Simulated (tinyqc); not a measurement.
Effective-mass impurity with a central-cell term, in a basis of Slater functions: one step, computed by the program tinyqc. Command: `OMP_NUM_THREADS=1 python tinyqc.py 3002640 3002641 out.jsonl centralcell walk`. One thread of a shared host (Intel(R) Xeon(R) Processor @ 2.30GHz), about 0.01 s of CPU time with the checks.

The envelope obeys H = -nabla^2 - (2/r) [Z + A exp(-kappa r)] in effective units, with kappa = a*/lambda; positive A deepens the well near the core.

Question. Matrices over the s basis. zeta_i = zeta_1 beta^(i-1), i = 1..n. For s functions exp(-zeta r), with s = zeta_i + zeta_j: S = 2/s^3, T = zeta_i zeta_j S, V = -2 Z/s^2, W = -2 A/(s + kappa)^2; each function is normalised by dividing by sqrt(S_ii S_jj).

Inputs (values chosen for the exercise, with mass and screening modelled on InP):
```
quantity                  value  unit
charge Z of the core          1     -
central-cell strength A     -22     -
basis size n                  4     -
smallest exponent zeta_1   0.59  1/a*
ratio beta of exponents     2.8     -
```

Impurity: donor, one isotropic band.

kappa = 104.5288 1/a*

Give: exponents; overlap S; kinetic T; Coulomb V; central cell W.

Answer.

exponents (1/a*): 0.59  1.652  4.6256  12.95168

overlap S:
```
       1      2      3      4
1  1.000  0.683  0.254  0.068
2  0.683  1.000  0.683  0.254
3  0.254  0.683  1.000  0.683
4  0.068  0.254  0.683  1.000
```

kinetic T (Ry*):
```
        1         2       3       4
1  0.3481    0.6658  0.6938  0.5200
2  0.6658  2.729104   5.220   5.439
3  0.6938     5.220   21.40   40.92
4  0.5200     5.439   40.92   167.7
```

Coulomb V (Ry*):
```
         1       2        3          4
1    -1.18  -1.531   -1.326    -0.9215
2   -1.531  -3.304   -4.288     -3.713
3   -1.326  -4.288  -9.2512     -12.01
4  -0.9215  -3.713   -12.01  -25.90336
```

central cell W (Ry*):
```
          1        2        3       4
1  0.003235  0.01486  0.06588  0.2667
2   0.01486  0.06824   0.3028   1.227
3   0.06588   0.3028    1.346   5.474
4    0.2667    1.227    5.474   22.48
```
